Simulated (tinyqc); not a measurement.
Thresholds of impact ionisation and Auger recombination from band masses, step by step. Values are carried at full precision from step to step, so a last printed digit may differ when a step is redone from the rounded ones.

Parabolic bands, no phonon. At threshold the three slow carriers share one velocity. With M their total mass and m4 the mass of the fast carrier, the fast carrier has the kinetic energy E_T = G M/(M - m4) and the slow ones together E_a = G m4/(M - m4), the activation energy of the Auger rate. CCCH (fast electron): G = Eg, M = 2 me + mh, m4 = me. CHHS (hole into the split-off band): G = Eg - Dso, M = 2 mh + me, m4 = ms; this form holds for Eg > Dso (below, the process needs about Dso - Eg and is marked by a dash). CHHL (hole into the light band): G = Eg, M = 2 mh + me, m4 = ml. CHHH (fast heavy hole): G = Eg, M = 2 mh + me, m4 = mh.

Constants: kB = 8.617333262e-05 eV/K; hbar^2/2m0 = 3.80998211 eV angstrom^2.

Values chosen for the exercise (near those of GaSb, gap at low temperature and not tied to T; the results hold for these values, not for the real material):
- Eg = 0.797 eV (gap at Gamma to the s-like level)
- Dso = 0.756 eV (spin-orbit splitting)
- me = 0.0398 m0 (electron mass at Gamma)
- mh = 0.37 m0 (heavy-hole mass)
- ms = 0.132 m0 (split-off mass)
- ml = 0.0438 m0 (light-hole mass)
- T = 300 K (temperature)

## Thresholds of four processes

Give G, M, m4, E_T, E_a and E_a/kT.

Results:
```
process,G (eV),M,m4,E_T (eV),E_a (eV),E_a/kT
CCCH,0.7970,0.4496,0.0398,0.8744,0.0774,2.99
CHHS,0.0410,0.7798,0.1320,0.0494,0.0084,0.32
CHHL,0.7970,0.7798,0.0438,0.8444,0.0474,1.83
CHHH,0.7970,0.7798,0.3700,1.5166,0.7196,27.84
```

The lowest activation energy is that of CHHS (8 meV), then CHHL (47 meV). CHHS leads because G = Eg - Dso is small. At equal G a light fast carrier takes up the energy with little momentum, so little is asked of the slow ones; CHHH asks 0.90 Eg. For equal masses E_T would be 3/2 Eg; for electrons here it is 1.097 Eg.

## Momenta at the CCCH threshold

At the threshold of the parabolic CCCH process the fast electron has E_T = Eg M/(M - me), M = 2 me + mh, and the slow carriers E_a = E_T - Eg together. It has k4 = sqrt(me E_T/c), c = hbar^2/2m0; the slow carriers share k4 in proportion to their masses. Give the wave vectors and kinetic energies, and check that they add up to E_a.

k4 = 0.09557 1/angstrom

electron, electron, hole (1/angstrom): 0.00846  0.00846  0.07865

their kinetic energies (meV): 6.85  6.85  63.70

sum = 77.41 meV

The hole carries 82 % of the momentum and of the energy of the slow carriers.

## Non-parabolicity raises the threshold

Non-parabolic fast electron: E (1 + alpha E) = c k^2/me with alpha = (1 - me)^2/Eg; the slow carriers stay parabolic, so E_T = Eg + me E_T (1 + alpha E_T)/M, M = 2 me + mh (the root between Eg and 1.9 Eg).

Give alpha, E_T, E_a = E_T - Eg and k4.

alpha = 1.1568 1/eV
E_T = 0.9830 eV
E_a = 0.18596 eV
k4 = 0.14814 1/angstrom

E_a is 2.40 times the parabolic value, since an electron at E_T above the edge has 1 + alpha E_T = 2.14 times the squared momentum, and E_T itself is 1.12 times higher. In the real crystal the L valleys lie below this energy, so the fast electron may not stay in the Gamma valley.

## Temperature dependence

For non-degenerate carriers at fixed densities the Auger coefficient goes as exp(-E_a/kT), up to slowly varying powers of T. Give exp(-E_a/kT) for the parabolic and the non-parabolic CCCH value, and the characteristic temperature T0 = kT^2/E_a of each.

Boltzmann factors: 0.05008  0.0007517

T0 (K): 100  42

Non-parabolicity lowers the factor by 67 times; direct CCCH is weak, so processes with lower thresholds can lead.

## Checks

- Largest energy that an electron at k4 can give to a pair, by numerical search, against Eg (eV): both 0.7970.

tinyqc: `OMP_NUM_THREADS=1 python tinyqc.py 1880901 1880902 out.jsonl`; about 0.01 s, one thread, shared Intel(R) Xeon(R) Processor @ 2.30GHz.
